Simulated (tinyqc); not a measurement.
# Worked calculation: frequency dispersion of an accumulation capacitance by border traps, distributed model

Computed by the program tinyqc: `OMP_NUM_THREADS=1 python tinyqc.py 2202071 2202072 out.jsonl`, one thread of a shared Intel Xeon 2.30GHz, about 0.6 s for the whole run. Printed values are rounded.

Traps spread evenly through the insulator exchange electrons with the semiconductor by tunnelling, with tau(x) = t0 exp(2 ka x) at depth x from the interface. The admittance per area Y seen at depth x obeys dY/dx = -Y^2/(i w eps0 eox) + q Nb ln(1 + i w tau)/tau, with Y(0) = i w Cs and w = 2 pi f; the gate sees Y(tox) = G + i w C. Working variable y = Y/(i w), in uF/cm^2. Cox = eps0 eox/tox.

Values chosen for this exercise; permittivity close to that of zirconium oxide:
```
symbol   value         unit                                               meaning
eox       21.5                             relative permittivity of the insulator
tox        9.3           nm                                   insulator thickness
Cs        0.85      uF/cm^2             semiconductor capacitance in accumulation
Nb      2.1e19  cm^-3 eV^-1                               density of border traps
ka         5.3         1/nm  decay constant of the wave function in the insulator
t0        2e-9            s              time constant of a trap at the interface
f          100           Hz                                             frequency
xe         1.8           nm               depth down to which the steps are taken
```

Constants: q = 1.602176634e-19 C, eps0 = 8.8541878128e-14 F/cm where lengths are in cm. Results are converted to the units shown.

## Scales and lumped estimate

Cox; trap-free value 1/(1/Cox + 1/Cs); response depth d = ln(1/(w t0))/(2 ka), where w tau = 1; lumped estimate: all traps within d act as C_bt = q Nb d placed at d/2, so C = 1/{1/[1/(1/Cs + d/(2 eps0 eox)) + C_bt] + (tox - d/2)/(eps0 eox)}.

Cox = 2.04694 uF/cm^2
trap-free C = 0.600599 uF/cm^2
d = 1.28180 nm
C_bt = 0.431270 uF/cm^2
lumped C = 0.799988 uF/cm^2

The traps within reach amount to 0.507 Cs and lie in the first 13.8 % of the insulator.

## Midpoint steps through the active depth

In terms of y: dy/dx = -y^2/(eps0 eox) + s(x), s = q Nb ln(1 + z)/z, z = i w tau. 8 midpoint steps of h = xe/8: y_half = y + (h/2) y'(x, y), y(new) = y + h y'(x + h/2, y_half).

```
point	x (nm)	s (uF/(cm^2 nm))	y (uF/cm^2)
0	0	0.336457+0.000000i	0.85000+0.00000i
1	0.225	0.336457-0.000002i	0.91648+0.00000i
2	0.45	0.336457-0.000025i	0.98153+0.00000i
3	0.675	0.336457-0.000271i	1.04508-0.00002i
4	0.9	0.336423-0.002939i	1.10709-0.00022i
5	1.125	0.332504-0.031359i	1.16741-0.00238i
6	1.35	0.182717-0.135318i	1.21814-0.02219i
7	1.575	0.022949-0.046750i	1.21616-0.04259i
8	1.8	0.002170-0.007607i	1.20048-0.04565i
```

## Capacitance and conductance at the gate

y at xe = 1.20048-0.04565i uF/cm^2

Beyond xe the traps are ignored, so 1/y(tox) = 1/y(xe) + (tox - xe)/(eps0 eox); C = Re y, G/w = -Im y, loss tangent G/(w C).

y at the gate = 0.815265-0.021039i uF/cm^2
C = 0.815265 uF/cm^2
G/w = 0.0210387 uF/cm^2
loss tangent = 0.0258059

A fine integration over the whole insulator gives C = 0.81525 and G/w = 0.02178 uF/cm^2; the coarse G/w is 3.4 % below that. The fine C is 36 % above the trap-free value, and the lumped estimate is 1.9 % below the fine result.
